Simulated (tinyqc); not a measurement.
Inside a calculation: hole subbands of a hard-walled well, four-band Luttinger model. Values are carried at full precision from step to step, so a last printed digit may differ when a step is redone from the rounded ones.

Constants: hbar^2/2m0 = 3.80998211 eV angstrom^2.

Parameters, chosen for this exercise (near those of GaAs; the results hold for these values, not for the real material):
```
symbol  value   unit        meaning
g1      6.89                Luttinger gamma1
g2      2.05                gamma2
L       65      angstrom    well width along [001]
Zs      0       eV          shear strain energy
g3      2.95                gamma3
k       0.0356  1/angstrom  wave vector in the plane
N       3                   sines for each component
kmax    0.116   1/angstrom  end of the path
```

## Levels at k = 0

R and S vanish: HHn = c (g1 - 2 g2)(n pi/L)^2 - Zs and LHn = c (g1 + 2 g2)(n pi/L)^2 + Zs, c = hbar^2/2m0, hole energies counted downwards. Sort HH1 to HH4 and LH1, LH2.

Levels:
```
subband  E (eV)
HH1      0.0248
LH1      0.0978
HH2      0.0993
HH3      0.2235
LH2      0.3912
HH4      0.3973
```

The top subband is HH1, 73.0 meV from LH1.

## The matrix at one k

Hole energies are counted downwards from the unstrained band edge, c = hbar^2/2m0. After the usual block transformation one block is H = [[P + Q - Zs, R - i S], [R + i S, P - Q + Zs]] in (heavy, light), with P +/- Q = c [(g1 +/- g2) k^2 + (g1 -/+ 2 g2) kz^2], R = sqrt(3) c gR k^2, S = 2 sqrt(3) c g3 k kz, kz = -i d/dz; axial approximation gR = (g2 + g3)/2. Zs = b (e_par - e_perp) is the shear part of the strain (the hydrostatic part shifts all levels alike and is left out). Basis sqrt(2/L) sin(n pi z/L), n = 1 to N, for each component: kz^2 gives (n pi/L)^2 and the heavy-light block is R delta_nm - 2 sqrt(3) c g3 k D_nm with D_nm = 4 n m/(L (n^2 - m^2)) for n + m odd, 0 otherwise. The other block has the same levels. The split-off band is left out.

Fill in the 2N x 2N matrix, in meV.

H(k) (meV), lower triangle:
```
       h1      h2       h3      l1      l2      l3
h1  68.00
h2      0  142.49
h3      0       0   266.65
l1  20.91  -56.86        0  121.18
l2  56.86   20.91  -102.36       0  414.62
l3      0  102.36    20.91       0       0  903.68
```

## Levels and mixing

Diagonalise; give the four lowest hole energies and the weight of the heavy component (the first half of the basis) in each.

levels (meV): 47.64  75.25  183.10  218.38

heavy weight: 0.775  0.658  0.511  0.827

The most mixed of the four is number 3, with 51 % heavy character. Against 60 sines these levels lie 0.4, 0.5, 4.6 and 14.4 meV too high: the small basis lacks the higher sines, which carry the upper levels.

## Dispersion in the plane

N = 20, nine points from 0 to kmax.

Hole energies (meV):
```
k (1/angstrom)      E1      E2      E3      E4  heavy weight of 1  heavy weight of 2
0.0000           24.83   97.81   99.33  223.48              1.000              0.000
0.0145           30.24   79.73  125.79  218.08              0.993              0.474
0.0290           42.84   72.01  160.53  207.67              0.902              0.547
0.0435           49.69   83.41  201.46  201.92              0.625              0.774
0.0580           52.87  102.54  207.60  246.15              0.510              0.783
0.0725           59.61  115.25  221.55  291.67              0.463              0.699
0.0870           71.00  123.53  232.53  333.70              0.435              0.627
0.1015           87.00  132.39  238.72  364.45              0.415              0.577
0.1160          107.37  144.36  244.05  381.57              0.400              0.541
```

At small k the hole energy falls in subbands 2 and 4: an electron-like mass, caused by repulsion from a deeper subband. E2 - E1 is smallest, 29.2 meV, at k = 0.0290 of the points listed. The top subband goes from 1.00 to 0.40 in heavy weight.

## Mass of HH1 in the plane

Second order in k: 1/m = g1 + g2 - sum_n 12 c g3^2 D_1n^2/(LHn - HH1) over even n up to 60, with D_1n = 4n/(L (n^2 - 1)) in size, LHn - HH1 = c [(g1 + 2 g2) n^2 - (g1 - 2 g2)](pi/L)^2 + 2 Zs, c = hbar^2/2m0.

LHn - HH1 for n = 2, 4, 6 (meV): 366.4  1540.2  3496.4
terms for n = 2, 4, 6: 1.8276  0.0696  0.0127
sum of all terms = 1.9172
mass without mixing, 1/(g1 + g2) = 0.1119 m0
1/m with mixing = 7.0228 1/m0

Mixing with the light holes takes m from 0.112 to 0.142 m0.

## Checks

- 1/m of HH1 from the full matrix (N = 60) at small k against second order: both 7.023.
- The 2 x 2 block with gR = g2 (k along [100]) for a plane wave (k, 0, pi/L) against the bulk heavy-hole formula, eV: both 0.02050.
- Lowest level at the given k on a real-space grid of 240 points against 60 sines, eV: both 0.0472.

Program tinyqc; command `OMP_NUM_THREADS=1 python tinyqc.py 1281752 1281753 out.jsonl`; about 0.3 s on one thread of a shared Intel(R) Xeon(R) Processor @ 2.30GHz.
